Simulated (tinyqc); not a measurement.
## p-n heterojunction, non-linear Poisson equation by Newton steps, Fermi-Dirac statistics: starts and damping rules compared

One dimension, material 1 (p-type) at x < 0 and material 2 (n-type) at x > 0. Band edges: Ec = -psi in material 1 and -psi + dEc in material 2, Ev = Ec - Eg. Flat quasi-Fermi levels: 0 for holes, +V for electrons. n = Nc F((EFn - Ec)/Vt), p = Nv F((Ev - EFp)/Vt), with F(eta) = F_1/2(eta) = (2/sqrt(pi)) int_0^infinity sqrt(u) du/(1 + exp(u - eta)) (Fermi-Dirac statistics); full ionisation, no interface charge, classical densities; the doping types are chosen for the exercise.

a_i = eps0 eps_r/h_i for the interval from node i to i + 1, with h_i = x_(i+1) - x_i in cm.

n_i = Nc F(a_n), a_n = (V - Ec_i)/Vt; p_i = Nv F(a_p), a_p = (Ec_i - Eg)/Vt; rho_i = p_i - n_i + C_i with C = -N1 or +N2; g_i = (Nc F'(a_n) + Nv F'(a_p))/Vt with F' = F_-1/2(eta) = (1/sqrt(pi)) int_0^infinity u^(-1/2) du/(1 + exp(u - eta)). Box widths w_i = (h_(i-1) + h_i)/2 in cm. Residual F_i = a_i (psi_(i+1) - psi_i) - a_(i-1) (psi_i - psi_(i-1)) + q rho_i w_i; Jacobian: a_(i-1) and a_i beside the diagonal, b_i = -a_(i-1) - a_i - q g_i w_i on it. The two end nodes are fixed.

Iterations until the largest undamped |d| is below 1e-9 V (the last, tiny step is counted), with a cap of 100; "overflow" would mean that an exponential left the range of double precision. Starts:
- neutral: psi_L on the nodes of material 1 and psi_R on those of material 2.
- smooth: psi_L + (psi_R - psi_L)(1 + tanh(x/s))/2 on the inner nodes with s = 18 nm, psi_L and psi_R on the ends.
- linear: A straight line in x from psi_L to psi_R.

Rules for the step d, which solves the tridiagonal system a_(i-1) d_(i-1) + b_i d_i + a_i d_(i+1) = -F_i:
- full Newton steps: the full step is added.
- logarithmic damping: each component d is damped to sign(d) Vt ln(1 + |d|/Vt) before it is added.
- steps capped at 4 Vt: if the largest |d| exceeds 4 Vt, the whole step is scaled down so that it equals 4 Vt.
- halved steps: half of the step is added while the largest |d| exceeds 1.5 Vt, the full step after that.

Values chosen for this exercise; band and dielectric values close to those of In0.53Ga0.47As and InAlAs:
```
symbol,value,unit,meaning
T,400,K,temperature
Eg1,0.744,eV,band gap of material 1
er1,13.9,,relative permittivity of material 1
Nc1,3.17e17,cm^-3,conduction-band density of states of material 1
Nv1,1.18e19,cm^-3,valence-band density of states of material 1
Eg2,1.44,eV,band gap of material 2
er2,12.2,,relative permittivity of material 2
Nc2,7.59e17,cm^-3,conduction-band density of states of material 2
Nv2,1.55e19,cm^-3,valence-band density of states of material 2
dEc,0.52,eV,conduction-band offset Ec2 - Ec1
N1,3e18,cm^-3,acceptor density of material 1
N2,2.3e17,cm^-3,donor density of material 2
V,0,V,bias of side 1 against side 2
```

Constants: q = 1.602176634e-19 C, kB = 1.380649e-23 J/K, Vt = kB T/q, eps0 = 8.8541878128e-14 F/cm where lengths are in cm. Results are converted to the units shown.

```
node	x (nm)	material
0	-31.8	1
1	-21.3	1
2	-13.1	1
3	-6.8	1
4	-1.9	1
5	1.9	2
6	9.09	2
7	22.7	2
8	48.5	2
9	97.3	2
10	190	2
```

eps_r, interval 0 to 9: 13.9  13.9  13.9  13.9  12.9946  12.2  12.2  12.2  12.2  12.2
psi_L = -0.699882 V
psi_R = 0.482524 V

Iterations needed:
```
	full Newton steps	logarithmic damping	steps capped at 4 Vt	halved steps
neutral	8	17	12	10
smooth	11	12	9	10
linear	11	12	9	11
```

The fewest iterations, 8, are needed by full Newton steps from the neutral start. Every pairing converges. Lowest count for the worst start: halved steps, at most 11 iterations.

Numbers from tinyqc (`OMP_NUM_THREADS=1 python tinyqc.py 2040117 2040118 out.jsonl`; about 0.2 s on one thread of a shared Intel Xeon 2.30GHz).
